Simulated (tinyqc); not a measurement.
Thermodynamics of metal silicides: hull, first phase, silicon consumed, nucleation and stability against SiO2: one step, computed by the program tinyqc. Command: `OMP_NUM_THREADS=1 python tinyqc.py 3019874 3019875 out.jsonl silphase walk`. One thread of a shared host (Intel(R) Xeon(R) Processor @ 2.30GHz), about 0.01 s of CPU time with the checks.

Entropies of formation of the solids are neglected, so heats stand for free energies. Si fractions: M2Si 0.3333, MSi 0.5000, MSi2 0.6667.

Question. Nucleation of MSi2 from MSi and Si. Where free silicon remains, MSi + Si -> MSi2 gains dH = 3 H(MSi2) - 2 H(MSi) per mole of M; per volume dG = |dH|/V(MSi2); r* = 2 gamma/dG, W* = 16 pi gamma^3/(3 dG^2). For comparison the same with MSi forming from the elements, 2 |H(MSi)|/V(MSi).

Inputs (values chosen for the exercise, for a model metal): heat of formation of MSi = -53.2 kJ/mol atoms; heat of formation of MSi2 = -37.6 kJ/mol atoms; change of interface energy gamma = 0.37 J/m^2; temperature T = 800 K.

Phases: M2Si, MSi, MSi2.

volumes of the three phases per mole of M (cm^3/mol): [9.97, 13, 23.2]

Constants: e = 1.602176634e-19 C; k_B = 8.617333262e-05 eV/K.

Give: dH of the reaction; driving force; critical radius; barrier W*; W*/(k_B T); barrier for MSi from the elements.

Answer.

dH of the reaction = -6.4 kJ/mol M

driving force = 0.2759 kJ/cm^3

critical radius = 2.6825 nm

barrier W* = 69.61 eV

W*/(k_B T) = 1010

barrier for MSi from the elements = 0.07908 eV

The barrier is 880 times that of MSi from the elements, since little energy is left to gain: homogeneous nucleation is out of reach, and only sites that cut the interface energy (grain boundaries, triple junctions) can start it.
